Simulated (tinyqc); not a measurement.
Correction of a charged-defect supercell by a model charge and potential alignment (plane-averaged potentials). Changing the edge of the cubic cell L. Computed by tinyqc, a small Python program. Command: `OMP_NUM_THREADS=1 python tinyqc.py 3111045 3111046 out.jsonl align sweep`. One thread of a shared host (Intel(R) Xeon(R) Processor @ 2.30GHz), about 0.03 s of CPU time with the checks.

The "true" defect charge is (1 - x) q in a Gaussian of width sigma plus x q in one of width sigma_t, so the exact answer is known; the correction sees only a single model Gaussian of width sigma_m. A Gaussian of width s has the transform rho(G) = exp(-G^2 s^2/2), normalised to 1. A uniform background cancels q, so G = 0 is left out. Potentials are those felt by a unit positive charge. E_0 is the formation energy of the isolated defect, E_cell its value in the supercell, E_lat = E_iso - E_per of the model charge, C the true less the model potential far from the defect; the exact correction is E_0 - E_cell, and the error of a scheme is E_cell plus its correction less E_0.

Inputs (values chosen for the exercise, with screening close to that of diamond):
```
quantity                                     value      unit
defect charge q                                  3         e
dielectric constant eps                       5.78         -
width sigma of the true defect charge          1.1  angstrom
width sigma_m of the model charge             0.99  angstrom
share x of the charge in a wide tail          0.18         -
width sigma_t of the tail                        2  angstrom
formation energy of the isolated defect E_0   2.53        eV
```

Constants: e^2/(4 pi eps_0) = 14.39964548 eV angstrom.

Method:
- Periodic energy E_per = (2 pi q^2/(eps L^3)) (e^2/(4 pi eps_0)) sum_(G != 0) rho(G)^2/G^2, G = (2 pi/L)(n1, n2, n3), |n_i| <= 16. Isolated energy: two Gaussians of charges q_a, q_b and widths a, b interact by q_a q_b (e^2/(4 pi eps_0 eps)) sqrt(2/pi)/sqrt(a^2 + b^2), and the self-energy is half the sum over pairs.
- Supercell value E_cell = E_0 + E_per - E_iso for the true charge.
- E_lat = E_iso - E_per for the model charge; point-charge value alpha q^2 e^2/(4 pi eps_0 eps 2 L) with alpha = 2.837297.
- Plane-averaged potential at distance z from the defect: V(z) = (4 pi q/(eps L^3)) (e^2/(4 pi eps_0 e)) sum_(m != 0) rho(G_m) cos(G_m z)/G_m^2, G_m = 2 pi m/L, |m| <= 40.
- C = difference at z = L/2; E_corr = E_cell + E_lat - q C. For charges that have died out at L/2, C = (2 pi q/(eps L^3)) (e^2/(4 pi eps_0 e)) (<s^2> - sigma_m^2), <s^2> = (1 - x) sigma^2 + x sigma_t^2.

One run for each value; columns: (1) edge of the cubic cell L (angstrom); (2) exact correction (eV); (3) error with the point-charge term alone (meV); (4) alignment C (V); (5) error with alignment (rounded to 1e-4 meV) (meV):
```
(1)     (2)    (3)      (4)        (5)
10.1  2.915  234.0  0.03214  3.594e+00
11.6  2.588  154.5  0.02175  8.083e-01
13.0  2.337  109.8  0.01559  1.838e-01
14.5  2.115   79.1  0.01127  3.400e-02
15.9  1.941   60.0  0.00855  6.400e-03
17.4  1.782   45.8  0.00653  1.000e-03
18.8  1.656   36.3  0.00517  1.000e-04
20.2  1.545   29.3  0.00417          0
```

What does the table show, and why?

Over the rows, exact correction (eV) falls from 2.92 to 1.55 (exponent d ln y / d ln x -0.86 between the first rows and -0.96 between the last); error with the point-charge term alone (meV) falls from 234 to 29.3 (exponent d ln y / d ln x about -3.0 throughout); alignment C (V) falls from 0.0321 to 0.00417 (exponent d ln y / d ln x -2.8 between the first rows and -3.0 between the last). At the high end the exponent of exact correction is -0.96, close to -1: the point-charge term. The exponent of error with the point-charge term alone stays at -3: the next term after the point charge. At the high end the exponent of alignment C is -3.00, close to -3: a second moment over the volume.
